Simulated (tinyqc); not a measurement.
Opening the gap, as alloying or pressure does: deep trap from a strong local potential in a two-band host (Koster-Slater model with semi-elliptic bands). Computed by tinyqc, a small Python program. Command: `OMP_NUM_THREADS=1 python tinyqc.py 3011279 3011280 out.jsonl deeptrap walk`. One thread of a shared host (Intel(R) Xeon(R) Processor @ 2.30GHz), about 0.03 s of CPU time with the checks.

The valence band spans -2 W_v to 0 and the conduction band E_g to E_g + 2 W_c. The orbital at the impurity site has weight f_v in the valence band and 1 - f_v in the conduction band, each spread as a semi-ellipse (2/(pi W^2)) sqrt(W^2 - x^2) about the band centre. The impurity adds U to this orbital. Spin is left out.

Inputs (values chosen for the exercise, for a model semiconductor): gap E_g = 2.3 eV; half-width of the valence band W_v = 4.4 eV; half-width of the conduction band W_c = 2.4 eV; valence weight f_v of the site orbital = 0.45; impurity potential U = -28.7 eV.

Impurity: attractive, donor-like.

Method:
- In the gap G(E) = f_v (2/W_v^2)[x - sqrt(x^2 - W_v^2)] - (1 - f_v)(2/W_c^2)[y - sqrt(y^2 - W_c^2)], x = E + W_v, y = E_g + W_c - E.
- The trap level solves G(E) = 1/U (bisection). With D = -dG/dE = D_v + D_c, D_v = f_v (2/W_v^2)[x/sqrt(x^2 - W_v^2) - 1] and D_c = (1 - f_v)(2/W_c^2)[y/sqrt(y^2 - W_c^2) - 1], the weight on the impurity orbital is 1/(U^2 D) and the conduction-band character is D_c/D.
- The conduction band is shifted rigidly; widths, weights and U stay.

Against the gap:
```
E_g (eV)  E_t (eV)  depth below E_c (eV)  conduction character
1.15        0.1647                0.9853               0.38383
1.49        0.3053                1.1847               0.43841
1.84        0.4655                1.3745               0.47493
2.07        0.5769                1.4931               0.49324
2.30        0.6922                1.6078               0.50867
2.64        0.8685                1.7715               0.52781
2.99        1.0562                1.9338               0.54435
3.68        1.4414                2.2386               0.57095
```

What does the comparison show, and why?

As the conduction band moves up by 2.530 eV the level follows by 1.277 eV, a mean slope of 0.50; the local slope is the conduction character. A shallow donor would follow with slope 1 and a shallow acceptor with slope 0.
